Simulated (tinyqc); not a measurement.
Sp3 tight binding, zinc-blende lattice, step by step. One step of it, computed by the program tinyqc.

Question. Bloch Hamiltonian at k. Slater-Koster rules over the four bonds with direction cosines (l, m, n): ss V_ss; s-px l V_sp; px-s -l V_sp; px-px l^2 V_pps + (1 - l^2) V_ppp; px-py l m (V_pps - V_ppp); each times exp(i k.d).

Parameters chosen for this model: zinc-blende lattice, anion at 0, cation at a/4 (1,1,1); V = eta hbar^2 / (m d^2), hbar^2/m = 7.619964 eV angstrom^2:
```
parameter          value      unit
a               5.480000  angstrom
d               2.372910  angstrom
Es anion      -12.700000        eV
Ep anion       -6.790000        eV
Es cation     -10.470000        eV
Ep cation      -5.630000        eV
eta ss         -1.400000
eta sp          1.840000
eta pp sigma    3.240000
eta pp pi      -0.810000
V ss           -1.894605        eV
V sp            2.490052        eV
V pp sigma      4.384656        eV
V pp pi        -1.096164        eV
```

k point k (2 pi / a): -0.350000  0.140000  0.510000

Give: H(k) at k.

Answer.

H(k) at k (eV):
```
                  a s            a px             a py             a pz
a s          -12.7000          0.0000           0.0000           0.0000
a px           0.0000         -6.7900           0.0000           0.0000
a py           0.0000          0.0000          -6.7900           0.0000
a pz           0.0000          0.0000           0.0000          -6.7900
c s   -4.3885+0.6203i  0.7681-2.0406i  -2.1057+0.7443i  -0.4561+3.4363i
c px  -0.7681+2.0406i  1.6927-0.2393i   0.5797-4.3668i   2.6760-0.9459i
c py   2.1057-0.7443i  0.5797-4.3668i   1.6927-0.2393i  -0.9761+2.5932i
c pz   0.4561-3.4363i  2.6760-0.9459i  -0.9761+2.5932i   1.6927-0.2393i

                  c s             c px             c py             c pz
a s   -4.3885-0.6203i  -0.7681-2.0406i   2.1057+0.7443i   0.4561+3.4363i
a px   0.7681+2.0406i   1.6927+0.2393i   0.5797+4.3668i   2.6760+0.9459i
a py  -2.1057-0.7443i   0.5797+4.3668i   1.6927+0.2393i  -0.9761-2.5932i
a pz  -0.4561-3.4363i   2.6760+0.9459i  -0.9761-2.5932i   1.6927+0.2393i
c s          -10.4700           0.0000           0.0000           0.0000
c px           0.0000          -5.6300           0.0000           0.0000
c py           0.0000           0.0000          -5.6300           0.0000
c pz           0.0000           0.0000           0.0000          -5.6300
```
